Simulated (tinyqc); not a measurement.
Hueckel theory of the pi electrons with the omega technique, for the molecule c1ccc2[nH]ccc2c1 (SMILES; centres numbered as the heavy atoms are written), step by step. Computed by tinyqc, a small Python program that keeps every step. Settings: charge = 0, omega = 1.4, damping = 0. Command: `OMP_NUM_THREADS=1 python tinyqc.py 25055 25056 out.jsonl` (the two numbers bound the seeds that draw the settings). One thread of a shared host (Intel(R) Xeon(R) Processor @ 2.60GHz), about 0.01 s of CPU time with the checks.

Centres:
```
centre  z_r, pi electrons of the neutral centre         h
1C                                            1  0.000000
2C                                            1  0.000000
3C                                            1  0.000000
4C                                            1  0.000000
5N                                            2  1.650000
6C                                            1  0.000000
7C                                            1  0.000000
8C                                            1  0.000000
9C                                            1  0.000000
```

Bonds:
```
i  j         k
1  2         1
2  3         1
3  4         1
4  5  0.900000
5  6  0.900000
6  7         1
7  8         1
8  9         1
9  1         1
8  4         1
```

Each round sets h_r = h_r(0) + omega (z_r - P_rr), keeping the share named as damping of the old diagonal; repeat until output and input diagonals agree to 1e-6.

Rounds:
```
round    sum n x  largest |h(out) - h(in)|
1      14.495874                  3.58e-01
2      14.750199                  1.42e-01
3      14.702326                  1.33e-01
4      14.705968                  1.49e-01
5      14.711872                  1.63e-01
6      14.705748                  1.80e-01
7      14.715065                  2.00e-01
8      14.708732                  2.24e-01
9      14.720860                  2.52e-01
10     14.715321                  2.86e-01
11     14.732370                  3.26e-01
12     14.729183                  3.74e-01
13     14.755002                  4.28e-01
14     14.757256                  4.93e-01
15     14.798266                  5.64e-01
16     14.811074                  6.48e-01
17     14.876391                  7.34e-01
18     14.905737                  8.33e-01
19     15.004110                  9.26e-01
20     15.052001                  1.03e+00
21     15.183857                  1.12e+00
22     15.241825                  1.20e+00
23     15.392826                  1.27e+00
24     15.443078                  1.34e+00
25     15.590732                  1.39e+00
26     15.617732                  1.43e+00
27     15.746279                  1.46e+00
28     15.745610                  1.48e+00
29     15.851939                  1.50e+00
30     15.828220                  1.52e+00
31     15.916861                  1.53e+00
32     15.877377                  1.53e+00
33     15.954333                  1.54e+00
34     15.905215                  1.54e+00
35     15.975186                  1.55e+00
36     15.920539                  1.55e+00
37     15.986556                  1.55e+00
38     15.928844                  1.55e+00
39     15.992685                  1.55e+00
40     15.933305                  1.55e+00
```

Can the last value be used, and what does the course show?

Not by the stop rule. Not converged within 40 rounds: the residual has stopped falling. Reruns: damping 0.5: converged in 16; damping 0.8: not converged.
